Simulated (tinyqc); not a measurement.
# Changing the well width w

Model: interdiffusion of a quantum well during annealing: blurred potential and shift of the confined levels. Computed by tinyqc, a small Python program. Command: `OMP_NUM_THREADS=1 python tinyqc.py 3020384 3020385 out.jsonl qwi sweep`. One thread of a shared host (Intel(R) Xeon(R) Processor @ 2.30GHz), about 0.09 s of CPU time with the checks.

A square well of width w is blurred by Fick diffusion with a constant coefficient; band offsets are linear in composition, masses are uniform, and strain and excitons are ignored.

Inputs (values chosen for the exercise, modelled on SiGe in silicon (holes and electrons as a model)): electron mass m_e = 0.181 m_0; hole mass m_h = 0.277 m_0; conduction offset V_c = 0.028 eV; valence offset V_v = 0.25 eV; prefactor D0 = 1.1 cm^2/s; activation energy E = 3.94 eV; anneal temperature T = 980 C; anneal time t = 19 s.

Constants: k_B = 8.617333262e-05 eV/K; hbar^2/(2 m_0) = 3.80998212 eV angstrom^2.

Method:
- D = D0 exp(-E/(k_B T)); L = sqrt(D t); share of well material at the centre erf(w/(4L)); 1 nm = 1e-7 cm.
- Temperatures in kelvin are T(C) + 273.15.
- With L = sqrt(D t) and the share at the centre erf(w/(4L)). After the anneal: V(z) = V {1 - (1/2)[erf((w/2 - z)/(2L)) + erf((w/2 + z)/(2L))]}, energies counted from the original well bottom. Finite differences on 3000 points over |z| < w/2 + 6L + 25 nm; shifts are taken against the same grid with cell-averaged square steps.
- Rise of the bottom = V (1 - share at the centre). Overlap = |<electron|hole>|^2.

One run for each value; columns: (1) well width w (nm); (2) blue shift of the transition (meV); (3) shift of the electron level (meV); (4) shift of the hole level (meV); (5) share at the centre:
```
(1)      (2)    (3)     (4)     (5)
1.5   35.513  0.156  35.357  0.6684
3.3   24.652  0.485  24.166  0.9673
5.1   11.789  0.562  11.227  0.9990
6.9    6.142  0.491   5.650  1.0000
8.8    3.460  0.387   3.073  1.0000
11.0   1.991  0.285   1.707  1.0000
12.0   1.597  0.248   1.349  1.0000
14.0   1.073  0.189   0.884  1.0000
16.0   0.755  0.146   0.609  1.0000
```

Describe and explain the trends.

Over the rows, blue shift of the transition (meV) falls from 35.5 to 0.755 (exponent d ln y / d ln x -0.46 between the first rows and -2.6 between the last); shift of the electron level (meV) goes from 0.156 through a maximum among these rows, 0.562 at 5.10, to 0.146; shift of the hole level (meV) falls from 35.4 to 0.609 (exponent d ln y / d ln x -0.48 between the first rows and -2.8 between the last). A wide well keeps its centre and its states away from the edges.

Extremes, crossings and ranges named in words are read from the listed rows.
